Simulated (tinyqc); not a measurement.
Speciation in dilute and buffered hydrofluoric acid, oxide etch rate and bath loading: one step, computed by the program tinyqc. Command: `OMP_NUM_THREADS=1 python tinyqc.py 3120960 3120961 out.jsonl hfetch walk`. One thread of a shared host (Intel(R) Xeon(R) Processor @ 2.30GHz), about 0.01 s of CPU time with the checks.

Concentrations stand for activities, NH4+ and Cl- are spectators, and water ionisation is neglected. H, F and HF2 denote the ions H+, F- and HF2-. The base temperature is 298 K.

Question. Etch rate. Rate = k_a ([HF] + 2 [H2F2]) + k_b [HF2], an empirical two-term form. Time = oxide/rate; a temperature error changes the rate by exp((E_a/k_B)(1/298 - 1/(298 + error))) - 1.

Inputs (values chosen for the exercise, of the order of those for thermal oxide at room temperature): rate constant of neutral HF k_a = 12 nm L/(min mol); rate constant of HF2 k_b = 57 nm L/(min mol); activation energy = 0.45 eV; temperature error = 2.8 K; oxide removed per wafer = 170 nm.

[HF] = 0.2778664 mol/L

[H2F2] = 0 mol/L

[HF2] = 0.01127181 mol/L

Constants: k_B = 8.617333262e-05 eV/K.

Give: etch rate; share of HF2 in the rate; etch time; rate change from the temperature error.

Answer.

etch rate = 3.977 nm/min

share of HF2 in the rate = 16.16 %

etch time = 2565 s

rate change from the temperature error = 17.72 %
